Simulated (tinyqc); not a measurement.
From peak temperature back to reflectance R: millisecond and nanosecond annealing: surface heating, thermal budget and solid-phase regrowth. Computed by tinyqc, a small Python program. Command: `OMP_NUM_THREADS=1 python tinyqc.py 3005161 3005162 out.jsonl flash inv`. One thread of a shared host (Intel(R) Xeon(R) Processor @ 2.30GHz), about 0.04 s of CPU time with the checks.

A square pulse heats the surface of a thick wafer with constant thermal properties; losses by radiation are neglected and silicon melts at 1414 C.

Inputs (values chosen for the exercise, modelled on hot silicon with phosphorus):
```
quantity                      value        unit
incident fluence               12.7      J/cm^2
pulse length t_p            0.00031           s
thermal conductivity k          0.3    W/(cm K)
heat capacity per volume c     2.33  J/(cm^3 K)
preheat temperature T0          500           C
```

Source: flash lamp.

Method. Absorbed flux q = (1 - R) fluence/t_p; kappa = k/c. With f(z, t) = (2 q/k) sqrt(kappa t) ierfc(z/(2 sqrt(kappa t))), ierfc(x) = exp(-x^2)/sqrt(pi) - x erfc(x): T = T0 + f(z, t) during the pulse and T0 + f(z, t) - f(z, t - t_p) after it. At the surface the rise at the end of the pulse is 2 q sqrt(t_p/(pi k c)); the fluence that just melts the surface scales with (1414 - T0).

Task: A run gave the result below. Find the reflectance R, known to lie between 0.23 and 0.61.

peak temperature = 1118.664 C

Result:

Each step takes the trial c = (a f_b - b f_a)/(f_b - f_a), f being the result less the target and a, b, c the logarithms of the listed values; c replaces end b, the old b replaces a if the sign of f changed, and otherwise f_a is halved.

Scan of the range:
```
reflectance R  peak temperature (C)
0.230                       1249.60
0.271                       1209.69
0.318                       1163.93
0.375                       1108.44
0.441                       1044.19
0.518                        969.23
0.610                        879.67
```

False position (Illinois rule, in the logarithm of the input) inside the bracket:
```
step     end a     end b     trial  peak temperature (C)
1     0.318000  0.375000  0.363782               1119.36
2     0.375000  0.363782  0.364490               1118.67
3     0.375000  0.364490  0.364510               1118.65
4     0.364490  0.364510  0.364500               1118.66
```

Peak temperature falls at every point of a 13-point scan of the range (every second point is shown), so one value fits; it is bracketed by 0.318 and 0.375. The scan shows a straight line, so linear interpolation between any two rows gives the answer at once. Answer: reflectance R = 0.3645.
